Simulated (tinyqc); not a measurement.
Inside a calculation. Method: coherent transport through a tight-binding region between two chains. One step of it, computed by the program tinyqc.

Problem. Transmission at E = 0.72 eV. Surface Green function g = (E - i sqrt(4 t^2 - E^2)) / (2 t^2); self-energy tc^2 g on each contact site; G = (E - H - Sigma)^(-1); Gamma = -2 Im Sigma; T = Gamma_L Gamma_R |G_LR|^2; local density of states -Im G_ii / pi.

H of the central region (eV), lower triangle:
```
           1          2          3          4          5         6
1   0.130000
2  -1.270000  -0.830000
3   0.000000  -1.540000  -0.290000
4   0.000000   0.000000  -1.540000  -0.370000
5   0.000000   0.000000   0.000000  -1.000000   0.500000
6   0.000000   0.000000   0.000000   0.000000  -0.960000  0.200000
```

Leads: semi-infinite chains with site energy 0:
```
parameter                           value
lead hopping t (eV)              2.760000
coupling to the left lead (eV)   0.780000
coupling to the right lead (eV)  0.530000
left contact site                       1
right contact site                      6
```

E = 0.720000 eV

Give: g; G; local density of states; transmission.

Solution.

g = 0.0473-0.3592i 1/eV

G (1/eV), lower triangle:
```
                 1                2                3                4
1   1.7874-1.3446i
2  -0.2339+0.2866i   0.1527-0.0864i
3  -1.2386+0.8204i   0.6885-0.1494i   0.3284-0.5262i
4   1.0462-0.8247i  -0.6043+0.1844i  -0.2546+0.4945i   0.7712-0.5087i
5   0.7671-0.3645i  -0.4017+0.0291i  -0.2283+0.2713i   0.5514-0.2070i
6  -1.2656+0.9425i   0.7215-0.1987i   0.3175-0.5773i  -0.9297+0.5773i

                 5               6
5  -0.2495-0.1922i
6   0.5244+0.2597i  0.8483-0.6609i
```

local density of states (1/eV): 0.4280  0.0275  0.1675  0.1619  0.0612  0.2104

transmission = 0.2197
